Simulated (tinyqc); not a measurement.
# Input admittance of a MOSFET at zero drain bias: distributed channel and distributed gate, step by step

Computed by the program tinyqc: `OMP_NUM_THREADS=1 python tinyqc.py 2262028 2262029 out.jsonl`, one thread of a shared Intel Xeon 2.30GHz, about 0.01 s for the whole run. Printed values are rounded.

Source and drain grounded, strong inversion, w = 2 pi f, Cox = eps0 eox/tox. The channel is an RC line of resistance 1/(mu Cox Vo) per square fed from both ends, so one finger has the intrinsic admittance y = i w Cox L tanh(g)/g per width, g = (1/2) sqrt(i w tau), tau = L^2/(mu Vo). The vertical resistance rv/L is in series with y, the overlaps 2 i w Cov in parallel: y_t = 1/(1/y + rv/L) + 2 i w Cov. The gate strip is a line of Rsh/L per length loaded by y_t, so a finger has Y = y_t Wf tanh(k)/k, k = (Wf/sd) sqrt(y_t Rsh/L); the device has Nf Y.

Values chosen for this exercise; values of the order met in silicon radio-frequency transistors:
```
symbol,value,unit,meaning
eox,25.3,,relative permittivity of the gate insulator (close to zirconium oxide)
tox,12,nm,insulator thickness
L,0.074,um,channel length
Wf,7.6,um,finger width
Nf,16,,number of fingers
mu,150,cm^2/(V s),channel mobility
Vo,0.63,V,gate overdrive
Rsh,39,ohm/square,sheet resistance of the gate
rv,0,ohm um^2,vertical resistivity of the gate stack
sd,1,,number of ends at which a finger is contacted
Cov,0.39,fF/um,overlap and fringe capacitance on each side
f,0.68,GHz,frequency
```

Constants: eps0 = 8.8541878128e-14 F/cm where lengths are in cm. Results are converted to the units shown.

## Low-frequency resistances and capacitance

Low-frequency limits, with c = Cox L and ct = c + 2 Cov: R_strip = Rsh Wf/(3 sd^2 L Nf), R_ch = (c/ct)^2 L/(12 mu Cox Vo Wf Nf), R_vert = (c/ct)^2 rv/(L Wf Nf), C = ct Wf Nf.

parts (ohm): strip 83.44595, channel 0.1174264, vertical 0
sum = 83.56337 ohm
C = 262.8263 fF
1/(2 pi R C) = 7.246616 GHz

The strip term is the largest, 99.9 % of the sum.

## Admittance of the channel and stack per width

tau, g, c = Cox L, y and y_t as defined.

tau = 0.5794709 ps
g = 0.01759200+0.01759200i
c = 1.381401 fF/um
y = 0.001218+5.902126i uS/um
y_t = 0.001218+9.234728i uS/um

w tau = 0.00248, and Im y is 1.00 of w c.

## Input impedance of the device

k and Y as defined; Z = 1/(Nf Y) = R + 1/(i w C); Q = |Im Z|/R; signal at the point farthest from a contact |1/cosh k|.

k = 0.3749348+0.3748853i
Nf Y = 0.104040+1.111235i mS
R = 83.52133 ohm
C = 262.3659 fF
Q = 10.68086
signal at the far point = 0.9934594

R is 0.050 % below its low-frequency limit and C is 0.18 % below its own.
